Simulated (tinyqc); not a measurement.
Frequency dispersion of an accumulation capacitance by border traps, distributed model: two steps of the calculation.

Traps spread evenly through the insulator exchange electrons with the semiconductor by tunnelling, with tau(x) = t0 exp(2 ka x) at depth x from the interface. The admittance per area Y seen at depth x obeys dY/dx = -Y^2/(i w eps0 eox) + q Nb ln(1 + i w tau)/tau, with Y(0) = i w Cs and w = 2 pi f; the gate sees Y(tox) = G + i w C. Working variable y = Y/(i w), in uF/cm^2. Cox = eps0 eox/tox.

Inputs (values chosen for the exercise); permittivity close to that of zirconium oxide: relative permittivity of the insulator eox = 22; insulator thickness tox = 7.6 nm; semiconductor capacitance in accumulation Cs = 5.6 uF/cm^2; density of border traps Nb = 5e18 cm^-3 eV^-1; decay constant of the wave function in the insulator ka = 3.2 1/nm; time constant of a trap at the interface t0 = 6e-11 s; frequency f = 1e6 Hz; depth down to which the steps are taken xe = 2 nm.

Constants: q = 1.602176634e-19 C, eps0 = 8.8541878128e-14 F/cm where lengths are in cm. Results are converted to the units shown.

Task 1. Midpoint steps through the active depth. In terms of y: dy/dx = -y^2/(eps0 eox) + s(x), s = q Nb ln(1 + z)/z, z = i w tau. 11 midpoint steps of h = xe/11: y_half = y + (h/2) y'(x, y), y(new) = y + h y'(x + h/2, y_half).

Wanted: x; s; y.

Result 1.

x, point 0 to 11 (nm): [0, 0.1818, 0.3636, 0.5455, 0.7273, 0.9091, 1.091, 1.273, 1.455, 1.636, 1.818, 2.000]
s, point 0 to 11 (uF/(cm^2 nm)): [0.08011-0.00002i, 0.08011-0.00005i, 0.08011-0.00015i, 0.08010-0.00050i, 0.08007-0.00159i, 0.07968-0.00504i, 0.07610-0.01505i, 0.05640-0.03049i, 0.02570-0.02799i, 0.00899-0.01559i, 0.00291-0.00705i, 0.00092-0.00288i]
y, point 0 to 11 (uF/cm^2): [5.600+0.000i, 5.336+0.000i, 5.097+0.000i, 4.880+0.000i, 4.682+0.000i, 4.500-0.001i, 4.332-0.002i, 4.176-0.006i, 4.027-0.011i, 3.884-0.014i, 3.749-0.015i, 3.622-0.015i]

Task 2. Capacitance and conductance at the gate. Beyond xe the traps are ignored, so 1/y(tox) = 1/y(xe) + (tox - xe)/(eps0 eox); C = Re y, G/w = -Im y, loss tangent G/(w C).

y at xe = 3.6224777-0.0149272i uF/cm^2

Find: y at the gate; C; G/w; loss tangent.

Result 2.

y at the gate = 1.775-0.004i uF/cm^2
C = 1.775 uF/cm^2
G/w = 0.003582 uF/cm^2
loss tangent = 0.002019

Program tinyqc, `OMP_NUM_THREADS=1 python tinyqc.py 2202169 2202170 out.jsonl`; Intel Xeon 2.30GHz, shared host, one thread, about 0.4 s.
